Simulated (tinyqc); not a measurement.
## Intrinsic and extrinsic failures together

All devices wear out with slope 2.1 and scale t63; the share 0.02 also has a flaw with slope 0.41 and scale 0.01 t63: 1 - F = exp(-(t/t63)^2.1) [1 - 0.02 + 0.02 exp(-(t/(0.01 t63))^0.41)]. W = ln(-ln(1 - F)); the local slope is dW/d ln t.

Parameters, values chosen for the exercise: characteristic time of a test capacitor t63 = 1900 s.

Results:
```
t (s)         F       W  local slope  F of wear-out alone
0.021  0.001190  -6.733       0.3978            3.902e-11
0.09   0.002109  -6.161       0.3880            8.289e-10
0.39   0.003679  -5.603       0.3704             1.802e-8
1.7    0.006209  -5.079       0.3397             3.968e-7
7.4    0.009870  -4.613       0.2894             8.710e-6
32      0.01439  -4.234       0.2333             1.885e-4
620      0.1087  -2.162        1.742              0.09081
2700     0.8790  0.7475        2.080               0.8765
```

Estimate the missing row, t = 140 s.

Computed row:
```
t (s)        F       W  local slope  F of wear-out alone
140    0.02203  -3.804       0.4824             0.004174
```

With this row back in the table: The local slope goes from 0.398 through a minimum of 0.233 (at t = 32 s among the rows listed) to 2.08. At early times the flawed share sets F, 3.05e7 times the wear-out value in the first row, so a line fitted to the steep upper part says nothing about low percentiles.

Numbers from tinyqc (`OMP_NUM_THREADS=1 python tinyqc.py 2070168 2070169 out.jsonl`; about 0.01 s on one thread of a shared Intel Xeon 2.30GHz).
